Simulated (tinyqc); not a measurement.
# Slope factor and drain-induced lowering from three currents

Inverse problem. With source and body at 0 V, I = A exp((Vg + dd Vd)/(nf Vt)) (1 - exp(-Vd/Vt)). Find nf, the swing nf Vt ln 10 and dd.

Values chosen for this exercise: temperature T = 378 K.

Constants: q = 1.602176634e-19 C, kB = 1.380649e-23 J/K, Vt = kB T/q. Results are converted to the units shown.

currents at (Vg, Vd) = (0, 0.05), (0, 1.1) and (0.09, 1.1) V (nA/um): [0.42486211, 7.9478038, 54.143185]

Solution. The pair at equal Vd gives nf; the pair at equal Vg, after dividing out the factors 1 - exp(-Vd/Vt), gives dd.

nf = 1.44
swing = 108 mV/decade
dd = 0.120

Computed by the program tinyqc: `OMP_NUM_THREADS=1 python tinyqc.py 2242132 2242133 out.jsonl`, one thread of a shared Intel Xeon 2.30GHz, about 0.03 s for the whole run.
